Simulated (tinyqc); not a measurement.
Charge control and current of a heterostructure field-effect transistor: one step, computed by the program tinyqc.

Two subbands in a triangular well; E_F is counted from the conduction band edge of the channel at the interface.

Question. Threshold and barrier capacitance. Threshold V_T = phi_B - dE_c - e N_d (d - spacer)/(eps eps_0) (in volts); C_b = eps eps_0/d.

Inputs (values chosen for the exercise, modelled on AlGaAs/GaAs):
```
quantity                                  value    unit
permittivity eps (barrier and channel)     12.6       -
barrier thickness d                          42      nm
Schottky barrier phi_B                        1      eV
conduction band offset dE_c                0.12      eV
delta-doping density N_d                4.3e+12  1/cm^2
spacer between delta layer and channel      2.1      nm
```

Charge source: delta doping. Velocity law: smooth.

Constants: e = 1.602176634e-19 C; eps_0 = 8.8541878128e-12 F/m.

Give: threshold voltage V_T; barrier capacitance C_b.

Answer.

threshold voltage V_T = -1.584 V

barrier capacitance C_b = 0.2656 microfarad/cm^2

The device is normally on.
